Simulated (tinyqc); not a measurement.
MOSFET in the linear regime without short-channel effects, parameter extraction from computed curves: one step of the calculation.

Inversion charge Q = Cox n Vt W0(exp((Vg - VT)/(n Vt))), W0 the Lambert function and n = nf; u = Q/Cox; mobility mu = mu0/(1 + th1 u + th2 u^2); channel resistance Rch = (L - dL)/(W mu Q); Id = Vd/(Rch + Rsd/W). Cox = eps0 eox/tox. Small Vd, no channel-length or drain effects.

Question. Transfer curve. u, mu, Rch and Id as defined.

Inputs (values chosen for the exercise); channel values of the order met in silicon transistors: temperature T = 300 K; relative permittivity of the gate insulator (close to silicon dioxide) eox = 3.9; insulator thickness tox = 3.3 nm; low-field mobility mu0 = 480 cm^2/(V s); first mobility attenuation factor th1 = 0.11 1/V; second mobility attenuation factor th2 = 0 1/V^2; threshold voltage VT = 0.63 V; body factor nf = 1.39; gate width W = 1 um; drawn gate length L = 0.34 um; drawn less effective length dL = 0.008 um; source plus drain resistance Rsd = 170 ohm um; drain voltage Vd = 0.02 V.

Constants: q = 1.602176634e-19 C, kB = 1.380649e-23 J/K, Vt = kB T/q, eps0 = 8.8541878128e-14 F/cm where lengths are in cm. Results are converted to the units shown.

| point | Vg (V) |
|---|---|
| 0 | 0.33 |
| 1 | 0.48 |
| 2 | 0.63 |
| 3 | 0.78 |
| 4 | 0.93 |
| 5 | 1.08 |
| 6 | 1.23 |
| 7 | 1.38 |
| 8 | 1.53 |
| 9 | 1.68 |
| 10 | 1.83 |

Find: u; mu; Rch; Id.

Answer.

| point | u (V) | mu (cm^2/(V s)) | Rch (ohm) | Id (uA) |
|---|---|---|---|---|
| 0 | 8.5048e-6 | 480.00 | 7.7720e7 | 2.5733e-4 |
| 1 | 5.4457e-4 | 479.97 | 1.2139e6 | 0.016474 |
| 2 | 0.020380 | 478.93 | 32506 | 0.61206 |
| 3 | 0.10985 | 474.27 | 6090.1 | 3.1948 |
| 4 | 0.23285 | 468.01 | 2911.4 | 6.4905 |
| 5 | 0.36655 | 461.40 | 1876.0 | 9.7751 |
| 6 | 0.50503 | 454.74 | 1381.5 | 12.890 |
| 7 | 0.64617 | 448.15 | 1095.6 | 15.802 |
| 8 | 0.78900 | 441.67 | 910.47 | 18.510 |
| 9 | 0.93297 | 435.32 | 781.19 | 21.026 |
| 10 | 1.0778 | 429.12 | 686.00 | 23.365 |

Numbers from tinyqc (`OMP_NUM_THREADS=1 python tinyqc.py 2210101 2210102 out.jsonl`; about 0.01 s on one thread of a shared Intel Xeon 2.30GHz).
